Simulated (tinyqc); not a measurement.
# Density of surface states from the Kelvin-probe reading

Inverse problem. n-type bulk, xi = Ec - EF = Vt ln(Nc/Nd), p0 = ni^2/Nd, ni = sqrt(Nc Nv) exp(-Eg/(2 Vt)), Eg in volts. b is the upward band bending, u = b/Vt. Space charge per area, in units of q: Qc = sign(b) sqrt((2 eps0 eps_r Vt/q) [(Nd + dn)(exp(-u) - 1) + Nd u + (p0 + dn)(exp(u) - 1)]), with dn the excess density under light (flat quasi-Fermi levels; 0 in the dark). The states hold -Ds (E0 - xi - b): negative while the Fermi level lies above the neutrality level. Neutrality: Qc + Qf + (charge of the states) = 0. Work function chi + xi + b; contact potential difference CPD = (work function of the sample) - pt. Find b, Qc and Ds.

Values chosen for this exercise; band and dielectric values close to those of germanium:
```
symbol,value,unit,meaning
T,350,K,temperature
Eg,0.653,eV,band gap
eps_r,16.3,,relative permittivity
Nc,1.31e19,cm^-3,conduction-band density of states at T
Nv,7.64e18,cm^-3,valence-band density of states at T
chi,4.06,eV,electron affinity
Nd,3.1e17,cm^-3,donor density
Qf,0,cm^-2,fixed positive charge at the surface
pt,4.42,eV,work function of the probe tip
E0,0.33,eV,depth of their neutrality level below the conduction edge
```

Constants: q = 1.602176634e-19 C, kB = 1.380649e-23 J/K, Vt = kB T/q, eps0 = 8.8541878128e-14 F/cm where lengths are in cm. Results are converted to the units shown.

CPD = -71.041645 mV

Answer. The CPD gives b, b gives Qc, and neutrality gives Ds.

b = 0.1760 V
Qc = 9.029e11 cm^-2
Ds = 2.200e13 cm^-2 eV^-1

Computed by the program tinyqc: `OMP_NUM_THREADS=1 python tinyqc.py 2430126 2430127 out.jsonl`, one thread of a shared Intel Xeon 2.30GHz, about 0.01 s for the whole run.
